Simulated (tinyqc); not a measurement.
One mass for the acceptor? Model: shallow acceptor in the spherical model (Baldereschi-Lipari), strong spin-orbit limit. Computed by tinyqc, a small Python program. Command: `OMP_NUM_THREADS=1 python tinyqc.py 3022472 3022473 out.jsonl acceptor walk`. One thread of a shared host (Intel(R) Xeon(R) Processor @ 2.30GHz), about 0.01 s of CPU time with the checks.

The 1S(3/2) state has an s envelope f(r) and a d envelope g(r). In effective units they obey -(f'' + 2f'/r + 2f/r) + mu (g'' + 5g'/r + 3g/r^2) = E f and -(g'' + 2g'/r - 6g/r^2 + 2g/r) + mu (f'' - f'/r) = E g. The cubic term, the split-off band and the central cell are left out.

Inputs (values chosen for the exercise, modelled on GaAs):

| quantity | value | unit |
|---|---|---|
| Luttinger gamma_1 | 7.1 | - |
| Luttinger gamma_2 | 2.06 | - |
| Luttinger gamma_3 | 2.89 | - |
| dielectric constant eps | 12.3 | - |

Constants: Ry = 13.605693123 eV; a_0 = 0.529177210903 angstrom.

Method:
- Ry* = Ry/(gamma_1 eps^2), a* = a_0 eps gamma_1, mu = (6 gamma_3 + 4 gamma_2)/(5 gamma_1), delta = (gamma_3 - gamma_2)/gamma_1; spherical masses 1/(gamma_1 (1 - mu)) (heavy) and 1/(gamma_1 (1 + mu)) (light).
- Basis: f_i = exp(-zeta_i r), g_i = r exp(-zeta_i r), weight r^2 dr, s = zeta_i + zeta_j. S_ff = 2/s^3, H_ff = zeta_i zeta_j S_ff - 2/s^2; S_gg = 24/s^5, H_gg = 8/s^3 + 24 zeta_i zeta_j/s^5 - 12/s^4; H(f_i, g_j) = mu (6 zeta_i^2/s^4 + 2 zeta_i/s^3); S_fg = 0. Each function is normalised by sqrt(S_ii).
- Large basis: zeta_i = 0.08 x 1.55^(i-1), i = 1..20 in each channel; overlap eigenvalues below 1e-11 are dropped.
- Binding energies are -E Ry*; the mass that fits is E(1S) eps^2/Ry.
- Hydrogenic binding Ry m/eps^2; the density-of-states mass is (m_H^(3/2) + m_L^(3/2))^(2/3); errors are against the large basis.

light-hole mass = 0.0818599 m_0

heavy-hole mass = 0.504032 m_0

1S(3/2) binding energy = 24.8595 meV

1S binding energy:

| mass | value (m_0) | binding (meV) | error (%) |
|---|---|---|---|
| light hole | 0.08186 | 7.362 | -70.387 |
| 1/gamma_1 | 0.14085 | 12.666 | -49.048 |
| mean of heavy and light | 0.29295 | 26.345 | 5.976 |
| heavy hole | 0.50403 | 45.328 | 82.338 |
| density of states | 0.52579 | 47.285 | 90.209 |

What does the comparison show, and why?

The coupled result, 24.86 meV, lies between the 1/gamma_1 value (no coupling) and the heavy-hole value; the closest single rule here is "mean of heavy and light", off by +6.0 %.
